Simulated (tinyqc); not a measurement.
# Inputs raised by 5 %, one at a time

Model: space-charge-limited current through a thin insulating or semi-insulating film with traps. Computed by tinyqc, a small Python program. Command: `OMP_NUM_THREADS=1 python tinyqc.py 3018607 3018608 out.jsonl sclc sens`. One thread of a shared host (Intel(R) Xeon(R) Processor @ 2.30GHz), about 0.02 s of CPU time with the checks.

One ohmic injecting contact at x = 0 (field zero), drift only, non-degenerate free carriers.

Inputs (values chosen for the exercise, modelled on semi-insulating GaAs): permittivity eps = 12.9; band mobility mu = 5200 cm^2/(V s); effective density of states N_c = 4.7e+17 1/cm^3; trap density N_t = 8.8e+14 1/cm^3; equilibrium Fermi level below the band edge, E_0 = 0.83 eV; thickness d = 1400 nm; free density at the anode, in units of N_c = 2.5e-08; temperature T = 250 K; characteristic temperature T_c = 700 K.

Traps: exponential tail.

Constants: k_B = 8.617333262e-05 eV/K; e = 1.602176634e-19 C; eps_0 = 8.8541878128e-12 F/m.

Method:
- Free density n_0 = N_c exp(-E_0/k_B T) in equilibrium; trapped density n_t(n) = N_t (n/N_c)^(T/T_c) (the low-temperature form).
- theta = n/(n + n_t) at the anode density; trap-filled-limit voltage V_TFL = e (N_t - n_t(n_0)) d^2/(2 eps eps_0).
- J = e mu n F and (eps eps_0/e) dF/dx = n - n_0 + n_t(n) - n_t(n_0) = rho(n). With F = J/(e mu n): d = (eps eps_0 J/(e^2 mu)) I_1 and V = (eps eps_0 J^2/(e^3 mu^2)) I_2, I_k = int_(n_L)^infinity dn/(n^(k+1) rho(n)), n_L the density at the anode; with u = n_L/n, 200 Gauss-Legendre points in t, u = 1 - (1 - t)^2.
- Anode field J/(e mu n_L); Mott-Gurney current (9/8) eps eps_0 mu V^2/d^3; ohmic current e n_0 mu V/d.

Runs:
```
input moved                                    from         to  current density J (A/cm^2)  voltage V (V)     theta  V_TFL (V)
base run                                          -          -                   4.481e-04       0.003702  0.006880      1.210
permittivity eps                               12.9     13.545                   4.267e-04       0.003526  0.006880      1.152
band mobility mu (cm^2/(V s))                  5200       5460                   4.705e-04       0.003702  0.006880      1.210
trap density N_t (1/cm^3)                   8.8e+14   9.24e+14                   4.702e-04       0.003884  0.006554      1.270
thickness d (nm)                               1400       1470                   4.705e-04       0.004082  0.006880      1.334
characteristic temperature T_c (K)              700        735                   5.940e-04       0.004879  0.005118      1.210
temperature T (K)                               250      262.5                   3.334e-04       0.002772  0.009381      1.210
free density at the anode, in units of N_c  2.5e-08  2.625e-08                   4.789e-04       0.003769  0.007097      1.210
```

Exponents ln(y'/y) / ln(x'/x):
```
input                                       current density J  voltage V   theta  V_TFL
permittivity eps                                       -1.000     -1.000   0.000     -1
band mobility mu                                        1.000      0.000   0.000      0
trap density N_t                                        0.988      0.985  -0.993      1
thickness d                                             1.000      2.000   0.000      2
characteristic temperature T_c                          5.779      5.657  -6.065      0
temperature T                                          -6.059     -5.929   6.355      0
free density at the anode, in units of N_c              1.366      0.368   0.638      0
```

To which inputs is each result most sensitive?

Among the inputs moved here: current density J answers most in size to temperature T (exponent -6.059), next to characteristic temperature T_c (+5.779). Its exponent +1.000 in band mobility mu: the mobility only scales the current. Its exponent +1.000 in thickness d: at a fixed anode density J scales as d. Voltage V answers most in size to temperature T (exponent -5.929), next to characteristic temperature T_c (+5.657); its exponent is below 0.0005 for band mobility mu. Its exponent +2.000 in thickness d: at a fixed anode density V scales as d^2. Theta answers most in size to temperature T (exponent +6.355), next to characteristic temperature T_c (-6.065); its exponent is below 0.0005 for permittivity eps, band mobility mu, thickness d. V_TFL answers most in size to thickness d (exponent +2.000), next to permittivity eps (-1.000); its exponent is below 0.0005 for band mobility mu, characteristic temperature T_c, temperature T, free density at the anode, in units of N_c. Its exponent +1.000 in trap density N_t: the charge of the filled traps.

Caution (all rows): V is below 10 k_B T/e, where diffusion from the contact, left out here, dominates.
